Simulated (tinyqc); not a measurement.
From results back to parameters: shallow acceptor in the spherical four-band model. Three cases, with inputs chosen for the exercise.

Problem. The binding energy of the ground state was computed from a hidden mu.

The ground state 1S3/2 has an L = 0 part f(r) and an L = 2 part g(r). In units of Ry* and a*, with Gaussians f_i = exp(-a_i r^2), g_i = r^2 exp(-a_i r^2), A = a_i + a_j and I(n) = Gamma((n + 1)/2)/(2 A^((n + 1)/2)): S_ff = I(2), S_gg = I(6), H_ff = (6 a_i a_j/A) I(2) - 2 I(1), H_gg = (14 a_i a_j/A) I(6) - 2 I(5), H_fg = -mu [15 I(2) - 20 a_j I(4) + 4 a_j^2 I(6)]; each function is then normalised. The split-off band is left out.

Converged values use 22 exponents 2.2^i, i = -7 to 14, for f and for g.

Find: binding in Ry*; mu; heavy/light mass ratio (1 + mu)/(1 - mu).

Method. The binding in Ry* rises steadily with mu, so bisection finds one value.

Case 1.

Ry* = 3.989 meV
binding energy = 10.842 meV

Solution.

binding in Ry* = 2.718
mu = 0.812
heavy/light mass ratio (1 + mu)/(1 - mu) = 9.6

Case 2.

Ry* = 33.661 meV
binding energy = 52.388 meV

Solution.

binding in Ry* = 1.556
mu = 0.619
heavy/light mass ratio (1 + mu)/(1 - mu) = 4.3

Case 3.

Ry* = 4.110 meV
binding energy = 11.342 meV

Solution.

binding in Ry* = 2.760
mu = 0.815
heavy/light mass ratio (1 + mu)/(1 - mu) = 9.8

Computed by tinyqc, one run a case: `OMP_NUM_THREADS=1 python tinyqc.py N N+1 out.jsonl` with N = 1280799, 1281090, 1281093; one thread of a shared Intel(R) Xeon(R) Processor @ 2.30GHz, about 0.06 s a run at most.
